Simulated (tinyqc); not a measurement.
## From single traps to 1/f noise

13 half-filled traps with time constants tau_j = 5.8e-8 s times 10^(0.5 j), j = 0..12, each shift the threshold by a = 4.6 uV when filled and give the Lorentzian a^2 tau/(1 + (2 pi f tau)^2). For time constants spread evenly in ln tau the sum tends to a^2/(4 f ln(10^0.5)). slope = d ln S/d ln f.

From single traps to 1/f noise:
```
f (Hz)  S (uV^2/Hz)  1/f limit (uV^2/Hz)      slope  j of the largest term
0.01          1.795                459.5  -1.875e-5                     12
0.1           1.793                45.95  -0.001872                     12
1             1.646                4.595    -0.1607                     12
30           0.1485               0.1532    -0.9701                     10
1000       0.004592             0.004595     -1.002                      7
30000      1.527e-4             1.532e-4     -1.006                      4
1e6        4.035e-6             4.595e-6     -1.140                      1
1e7        1.285e-7             4.595e-7     -1.903                      0
1e8        1.351e-9             4.595e-8     -1.999                      0
```

Below the slowest trap (1/(2 pi tau) = 2.7 Hz) the spectrum is flat, slope 0.00 in the first row; above the fastest (2.7e6 Hz) the slope tends to -2 (-2.00 in the last row). In between, at 30, 1000 and 30000 Hz, the slopes are -0.97, -1.00 and -1.01, and S is 0.051 % below the 1/f limit at 1000 Hz.

Computed by the program tinyqc: `OMP_NUM_THREADS=1 python tinyqc.py 2150015 2150016 out.jsonl`, one thread of a shared Intel Xeon 2.30GHz, about 0.01 s for the whole run.
